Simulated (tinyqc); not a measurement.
MOS capacitor on a p-type substrate, surface potential from the exact charge relation: Capacitance-voltage curves.

Uniform p-type substrate, Boltzmann statistics, full ionisation, classical densities. psi is the surface potential against the body (positive when the bands bend down) and u = psi/Vt. Traps are spread evenly over the gap and neutral at flat band, so their charge is -q Dit psi; the minority quasi-Fermi level is shifted by Vb.

ni = sqrt(Nc Nv) exp(-Eg/(2 Vt)), Eg in volts; phiF = Vt ln(N/ni); Cox = eps0 eox/tox; Vfb = phiM - chi - (Eg - Vt ln(Nv/N)) - q Nf/Cox; Q0 = sqrt(2 eps0 eps_r q N Vt); r = (ni/N)^2 exp(-Vb/Vt); VT = Vfb + [(2 phiF + Vb)(1 + q Dit/Cox) + sqrt(2 eps0 eps_r q N (2 phiF + Vb))/Cox]. u = psi/Vt; F^2 = exp(-u) + u - 1 + r (exp(u) - u - 1); Qs = -sign(u) Q0 F; Cs = -dQs/dpsi = (Q0/Vt) |1 - exp(-u) + r (exp(u) - 1)|/(2 F). psi solves Vg = Vfb + psi + (q Dit psi - Qs)/Cox. Low frequency: 1/C_LF = 1/Cox + 1/(Cs + q Dit). High frequency, in the simple estimate in which traps and minority carriers do not follow: 1/C_HF = 1/Cox + 1/Cd, Cd being Cs with r = 0 at the same psi. Deep depletion: r = 0 and Dit = 0 both in the equation for psi and in Cs. Minority sheet density N_inv = (Q0/(2 q)) int_0^u r (exp(t) - 1)/F(t) dt for u > 0. N_inv under 1 cm^-2 is printed as 0. Regimes: accumulation when majority carriers gather, then depletion up to |psi| = phiF + Vb, weak inversion up to 2 phiF + Vb, strong inversion beyond.

Inputs (values chosen for the exercise); band and dielectric values close to those of silicon: temperature T = 273 K; band gap Eg = 1.12 eV; relative permittivity eps_r = 11.6; conduction-band density of states at T Nc = 2.45e19 cm^-3; valence-band density of states at T Nv = 2.34e19 cm^-3; electron affinity chi = 4.1 eV; acceptor density of the substrate N = 1.4e15 cm^-3; relative permittivity of the gate insulator (close to silicon nitride) eox = 7.45; insulator thickness tox = 29 nm; gate work function phiM = 4.13 eV; fixed charge at the interface, in units of q Nf = -7.2e10 cm^-2; density of interface traps Dit = 1.9e12 cm^-2 eV^-1; reverse bias of the inversion layer against the body Vb = 0 V.

Constants: q = 1.602176634e-19 C, kB = 1.380649e-23 J/K, Vt = kB T/q, eps0 = 8.8541878128e-14 F/cm where lengths are in cm. Results are converted to the units shown.

Results:

| Vg (V) | psi (V) | C_LF/Cox | C_HF/Cox | C_deep/Cox | N_inv (cm^-2) | regime |
|---|---|---|---|---|---|---|
| -1.39 | -0.1365 | 0.8746 | 0.8493 | 0.9001 | 0 | accumulation |
| -0.61 | 0.07640 | 0.6053 | 0.1636 | 0.1114 | 0 | depletion |
| -0.21 | 0.2381 | 0.5902 | 0.09244 | 0.06200 | 55.74 | depletion |
| 0.18 | 0.3989 | 0.5860 | 0.07151 | 0.04793 | 3.793e4 | weak inversion |
| 0.57 | 0.5608 | 0.5840 | 0.06048 | 0.04047 | 3.058e7 | weak inversion |
| 0.97 | 0.7212 | 0.6651 | 0.05347 | 0.03557 | 2.219e10 | strong inversion |
| 1.36 | 0.8015 | 0.8774 | 0.05078 | 0.03219 | 3.057e11 | strong inversion |
| 1.76 | 0.8372 | 0.9339 | 0.04971 | 0.02955 | 7.546e11 | strong inversion |

Estimate the missing row, Vg = -1 V.

Computed row:

| Vg (V) | psi (V) | C_LF/Cox | C_HF/Cox | C_deep/Cox | N_inv (cm^-2) | regime |
|---|---|---|---|---|---|---|
| -1 | -0.06144 | 0.7195 | 0.5510 | 0.6922 | 0 | accumulation |

With this row back in the table: C_LF/Cox is lowest, 0.584, at Vg = 0.57 V (weak inversion) among the rows listed and is 0.934 in the last row, where C_HF/Cox is 0.0497 and the deep-depletion value 0.0296. Vfb = -0.811 V, where C_HF/Cox = 0.303 (Cox in series with eps0 eps_r/LD), and VT = 0.813 V. Over the last two rows psi moves by only 0.089 V a volt of gate bias, since the inversion charge screens the body. The traps add q Dit = 1.3 Cox beside Cs, which lifts C_LF above C_HF even in depletion. In strong accumulation and inversion degeneracy and confinement, left out here, lower the capacitance.

Computed by the program tinyqc: `OMP_NUM_THREADS=1 python tinyqc.py 2060131 2060132 out.jsonl`, one thread of a shared Intel Xeon 2.30GHz, about 0.01 s for the whole run.
